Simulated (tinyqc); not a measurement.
## Scale length and length offset from two DIBL values

Question. DIBL = exp(-Le/(2 l)) + 2 exp(-Le/l) with Le = L - dL. Find l, dL and the drawn length for a DIBL of 100 mV/V.

DIBL at drawn lengths 82 and 150 nm (mV/V): [113.17294, 13.200125]

Answer. With e = exp(-Le/(2 l)), 2 e^2 + e = DIBL gives e and so Le/l at each length; Le/l is a straight line in L with slope 1/l.

l = 17.0 nm
dL = 2.00 nm
length for 100 mV/V = 85.6 nm

Computed by the program tinyqc: `OMP_NUM_THREADS=1 python tinyqc.py 2002027 2002028 out.jsonl`, one thread of a shared Intel Xeon 2.30GHz, about 0.01 s for the whole run.
